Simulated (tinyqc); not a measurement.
Free and trapped electrons in a MOS channel with a dense trap tail: one step of the calculation.

p-type body, charge-sheet picture, full ionisation (an idealisation for deep acceptors), Boltzmann statistics for free electrons. e = Ec - EF at the surface. Acceptor-like traps of density D(E) = D0 + De exp(-E/Ew) at depth E below Ec, from 0 to Eu, hold n_t = integral of D(E)/(1 + exp((e - E)/Vt)). psi = Eg - Vt ln(Nv/Na) - e; N_dep = sqrt(2 eps0 eps_r Na (psi - Vt)/q); n_f = sqrt(N_dep^2 + 2 eps0 eps_r Vt Nc exp(-e/Vt)/q) - N_dep; Vg = Vfb + psi + q (N_dep + n_t + n_f)/Cox, Cox = eps0 eox/tox.

Question. Trapped charge. Trapezoid rule on 16 equal steps from 0 to Eu, f = 1/(1 + exp((e - E)/Vt)).

Values chosen for this exercise; band and dielectric values close to those of 4H silicon carbide:

| symbol | value | unit | meaning |
|---|---|---|---|
| T | 250 | K | temperature |
| D0 | 6.7e10 | cm^-2 eV^-1 | constant background density of acceptor-like traps |
| De | 5.2e13 | cm^-2 eV^-1 | density of the tail at the conduction edge |
| Ew | 0.1 | eV | decay energy of the tail |
| Eu | 0.6 | eV | depth below Ec down to which the traps reach |
| e | 0.068 | eV | Ec - EF at the surface |

Constants: q = 1.602176634e-19 C, kB = 1.380649e-23 J/K, Vt = kB T/q. Results are converted to the units shown.

Find: E; D(E) f; n_t.

Answer.

```
point   E (eV)  D(E) f (cm^-2 eV^-1)
0            0              2.126e12
1      0.03750              6.994e12
2      0.07500              1.430e13
3       0.1125              1.504e13
4       0.1500              1.142e13
5       0.1875              8.010e12
6       0.2250              5.544e12
7       0.2625              3.833e12
8       0.3000              2.656e12
9       0.3375              1.846e12
10      0.3750              1.290e12
11      0.4125              9.075e11
12      0.4500              6.447e11
13      0.4875              4.640e11
14      0.5250              3.399e11
15      0.5625              2.545e11
16      0.6000              1.959e11
```

n_t = 2.801e12 cm^-2

Numbers from tinyqc (`OMP_NUM_THREADS=1 python tinyqc.py 2222164 2222165 out.jsonl`; about 0.02 s on one thread of a shared Intel Xeon 2.30GHz).
